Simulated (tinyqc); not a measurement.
# Cell and bit-line capacitance from two signals

Inverse problem. In a DRAM a freshly written one gives the bit-line signal (Vd/2) Cs/(Cs + Cb). Find Cs and Cb.

Inputs (values chosen for the exercise):
- Vd = 1 V (array voltage)

signal of a fresh one without and with 20 fF added to the bit line (mV): 82.474227  68.376068

Solution. (Vd/2)/signal = 1 + Cb/Cs, and the added capacitance raises it by its ratio to Cs.

Cs = 16.00 fF
Cb = 81.00 fF

Numbers from tinyqc (`OMP_NUM_THREADS=1 python tinyqc.py 2130071 2130072 out.jsonl`; about 0.01 s on one thread of a shared Intel Xeon 2.30GHz).
